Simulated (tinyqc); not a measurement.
Inside a calculation. Model: avalanche multiplication and breakdown of a junction from ionisation integrals. Computed by tinyqc, a small Python program that keeps every step. Command: `OMP_NUM_THREADS=1 python tinyqc.py 3009980 3009981 out.jsonl impact walk`. One thread of a shared host (Intel(R) Xeon(R) Processor @ 2.30GHz), about 0.01 s of CPU time with the checks. Intermediate numbers are printed to about 5 digits and carried at full precision; extremes and crossings named in words are read from the listed rows.

Ionisation coefficients follow the local field. Position x runs through the depletion layer from the p side (x = 0), where electrons enter, to the n side (x = w), where holes enter. The built-in voltage is neglected.

Inputs (values chosen for the exercise, modelled on germanium):

| quantity | value | unit |
|---|---|---|
| electron prefactor a_n | 1.52e+07 | 1/cm |
| electron field b_n | 1.58e+06 | V/cm |
| hole prefactor a_p | 9.76e+06 | 1/cm |
| hole field b_p | 1.28e+06 | V/cm |
| exponent c | 1 | - |
| permittivity eps | 16 | - |
| layer width W | 0.89 | micrometre |
| bias as a fraction of the breakdown voltage | 0.87 | - |

Junction: p-i-n with uniform field.

Constants: e = 1.602176634e-19 C; eps_0 = 8.8541878128e-12 F/m.

## Breakdown

alpha_n = a_n exp(-(b_n/F)^c), alpha_p = a_p exp(-(b_p/F)^c). Uniform field F = F_m, w = W, V = F_m W. With Phi(x) = int_0^x (alpha_n - alpha_p) dx': 1 - 1/M_n = I_n = int_0^w alpha_n exp(-Phi) dx and M_p = M_n exp(-Phi(w)); trapezoid rule on 401 even points; breakdown at I_n = 1. Solve I_n(F_m) = 1.

critical field F_m = 0.20334 MV/cm

width at breakdown = 0.89 micrometre

breakdown voltage = 18.098 V

## Coefficients at the critical field

The formulas are those given above.

alpha_n = 6416.9 1/cm

alpha_p = 18016 1/cm

ratio k = alpha_p/alpha_n = 2.8076

shorter ionisation length = 0.55506 micrometre

Holes ionise more readily at the peak field. For a uniform field the condition reads (alpha_n - alpha_p) W = ln(alpha_n/alpha_p): -1.0323 against -1.0323.

## Field and integrand below breakdown

Bias V = fraction times the breakdown voltage.

peak field = 0.17691 MV/cm

Every 50th point:

| x (micrometre) | F (MV/cm) | alpha_n (1/cm) | alpha_p (1/cm) | Phi | I_n up to x |
|---|---|---|---|---|---|
| 0.00000 | 0.17691 | 2009.5 | 7033.4 | 0.00000 | 0.00000 |
| 0.11125 | 0.17691 | 2009.5 | 7033.4 | -0.05589 | 0.02299 |
| 0.22250 | 0.17691 | 2009.5 | 7033.4 | -0.11178 | 0.04731 |
| 0.33375 | 0.17691 | 2009.5 | 7033.4 | -0.16767 | 0.07302 |
| 0.44500 | 0.17691 | 2009.5 | 7033.4 | -0.22356 | 0.10021 |
| 0.55625 | 0.17691 | 2009.5 | 7033.4 | -0.27945 | 0.12896 |
| 0.66750 | 0.17691 | 2009.5 | 7033.4 | -0.33535 | 0.15936 |
| 0.77875 | 0.17691 | 2009.5 | 7033.4 | -0.39124 | 0.19152 |
| 0.89000 | 0.17691 | 2009.5 | 7033.4 | -0.44713 | 0.22552 |

## Multiplication and noise

M_n = 1/(1 - I_n), M_p = M_n exp(-Phi(w)); McIntyre excess noise for the carrier with the larger M, F_x = k M + (1 - k)(2 - 1/M), with k = (smaller M - 1)/(larger M - 1).

M_n = 1.2912

M_p = 2.0192

effective k = 0.28571

excess noise factor = 1.6517

Injecting holes gives the larger gain and, at equal gain, the lower noise.

## Gain against bias and Miller's formula

Miller's exponent n is defined by 1 - 1/M = (V/V_B)^n for the larger M.

Gain:

| V/V_B | V (V) | F_m (MV/cm) | M_n | M_p | Miller exponent n |
|---|---|---|---|---|---|
| 0.50 | 9.049 | 0.10167 | 1.0002 | 1.003 | 8.4022 |
| 0.60 | 10.859 | 0.12201 | 1.0033 | 1.024 | 7.3113 |
| 0.70 | 12.668 | 0.14234 | 1.0218 | 1.115 | 6.3617 |
| 0.80 | 14.478 | 0.16267 | 1.1026 | 1.416 | 5.4861 |
| 0.90 | 16.288 | 0.18301 | 1.4752 | 2.572 | 4.6730 |
| 0.95 | 17.193 | 0.19318 | 2.3368 | 5.056 | 4.2963 |
| 0.98 | 17.736 | 0.19928 | 5.0202 | 12.632 | 4.0822 |
| 0.99 | 17.917 | 0.20131 | 9.5260 | 25.297 | 4.0130 |

The larger gain passes 2 between 0.800 and 0.900 of V_B and reaches 25.3 at 0.99. Miller's exponent runs from 4.0 to 8.4, so it is not a constant: a fit holds over a narrow range only. From the first row to the last the voltage grows by a factor 1.98 and the peak field by 1.98.

Checks made by the program: the hole form of the condition, int alpha_p exp(Phi(w) - Phi) dx = 1 (relative difference 4e-07).
